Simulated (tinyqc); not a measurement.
# Ellipsometry and reflectance of a transparent film on an absorbing substrate, step by step

Program tinyqc, `OMP_NUM_THREADS=1 python tinyqc.py 2870223 2870224 out.jsonl`; Intel Xeon 2.30GHz, shared host, one thread, about 0.2 s. Printed values are rounded.

Air (index 1), film, substrate with N2 = n2 - i k2; time factor exp(+i w t). q_j = sqrt(N_j^2 - sin^2 th), root with positive real part. Fresnel coefficients r_s = (q_a - q_b)/(q_a + q_b), r_p = (N_b^2 q_a - N_a^2 q_b)/(N_b^2 q_a + N_a^2 q_b). tan(Psi) exp(i Delta) = R_p/R_s, Delta taken from 0 to 360 degrees.

Values chosen for this exercise; indices close to those of photoresist on silicon:
- lam = 800 nm (wavelength)
- th = 70 degrees (angle of incidence)
- n1 = 1.648 (index of the transparent film)
- d = 59 nm (film thickness)
- n2 = 3.692 (index of the substrate)
- k2 = 0.0065 (extinction coefficient of the substrate)

## Interface coefficients and thickness period

q0, q1, q2 and the coefficients r01 and r12 for p and s; the results repeat in d with the period lam/(2 q1).

q0 = 0.342020
q1 = 1.35384
q2 = 3.57041-0.00672i
r01,p = -0.186157
r01,s = -0.596641
r12,p = 0.311078-0.000740i
r12,s = -0.450135+0.000751i
period = 295.456 nm

## Psi, Delta and reflectances

beta = 2 pi d q1/lam, X = exp(-2 i beta), R = (r01 + r12 X)/(1 + r01 r12 X) for p and s.

beta = 0.627349 rad
X = 0.310861-0.950455i
R_p = -0.108355-0.295203i
R_s = -0.731924+0.222639i
Psi = 22.3446 degrees
Delta = 86.7631 degrees
|R_p|^2 = 0.0988856
|R_s|^2 = 0.585281

The bare substrate gives Psi = 9.129 and Delta = 179.67 degrees.
